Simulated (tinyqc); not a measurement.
All estimates against temperature: estimate of lattice thermal conductivity from elastic moduli (Slack, Klemens and Cahill formulas). Computed by tinyqc, a small Python program. Command: `OMP_NUM_THREADS=1 python tinyqc.py 3001448 3001449 out.jsonl slack walk`. One thread of a shared host (Intel(R) Xeon(R) Processor @ 2.30GHz), about 0.01 s of CPU time with the checks.

An isotropic solid.

Inputs (values chosen for the exercise, for a model crystal):

| quantity | value | unit |
|---|---|---|
| bulk modulus B | 40.6 | GPa |
| shear modulus G | 18.1 | GPa |
| volume per atom V | 11.6 | angstrom^3 |
| mean atomic mass M | 130 | u |
| atoms per primitive cell n | 4 | - |
| temperature T | 500 | K |
| disorder parameter Gamma | 0.012 | - |
| grain size d | 120 | nm |

Grueneisen parameter: from the Poisson ratio.

Constants: u = 1.6605390666e-27 kg; hbar = 1.054571817e-34 J s; k_B = 1.380649e-23 J/K; h = 6.62607015e-34 J s.

Method:
- rho = M/V; vL = sqrt((B + 4G/3)/rho), vT = sqrt(G/rho); v_m = [(vL^-3 + 2 vT^-3)/3]^(-1/3); Poisson ratio sigma = (3B - 2G)/(6B + 2G); Theta = hbar v_m (6 pi^2/V)^(1/3)/k_B.
- Empirical rule gamma = (3/2) (1 + sigma)/(2 - 3 sigma).
- Slack, an estimate for T near or above Theta_a: kappa = A M Theta_a^3 delta n^(1/3)/(gamma^2 T) in W/(m K), with M in u, delta = V^(1/3) in angstrom, Theta_a = Theta n^(-1/3) and A = 2.43e-6/(1 - 0.514/gamma + 0.228/gamma^2).
- High-temperature forms with the classical heat capacity. Klemens: kappa/kappa_0 = arctan(u)/u, u^2 = pi^2 Theta V Gamma kappa_0/(h v_m^2). Grains: 1/kappa_poly = 1/kappa + 1/(C v_m d/3), C = 3 k_B/(n V), the acoustic branches alone.
- Cahill minimum: kappa_min = (pi/6)^(1/3) k_B V^(-2/3) sum over L, T, T of v (T/Theta_i)^2 int_0^(Theta_i/T) x^3 e^x/(e^x - 1)^2 dx, Theta_i = Theta v_i/v_m (64 Gauss-Legendre points).

Grueneisen parameter gamma = 1.81011

Debye temperature Theta = 144.989 K

v_m = 1102.41 m/s

vL = 1865.08 m/s

vT = 986.216 m/s

acoustic Debye temperature Theta_a = 91.3373 K

Kappa (W/(m K)):

| T (K) | perfect crystal | with point defects | polycrystal | minimum |
|---|---|---|---|---|
| 200 | 1.6801 | 1.4924 | 1.4379 | 0.40089 |
| 300 | 1.1201 | 1.0310 | 1.0047 | 0.40950 |
| 400 | 0.8401 | 0.7882 | 0.7727 | 0.41261 |
| 550 | 0.6110 | 0.5827 | 0.5742 | 0.41451 |
| 750 | 0.4480 | 0.4325 | 0.4278 | 0.41551 |
| 1000 | 0.3360 | 0.3272 | 0.3245 | 0.41602 |
| 1300 | 0.2585 | 0.2532 | 0.2516 | 0.41629 |
| 1700 | 0.1977 | 0.1945 | 0.1936 | 0.41645 |

The perfect crystal follows 1/T. With point defects the exponent runs from -0.91 to -0.98 (the strong-disorder limit is -1/2), and with grains from -0.88 to -0.98. The polycrystal estimate falls below the minimum from 1000 K on, where it loses its meaning.

Extremes, crossings and ranges named in words are read from the listed rows.
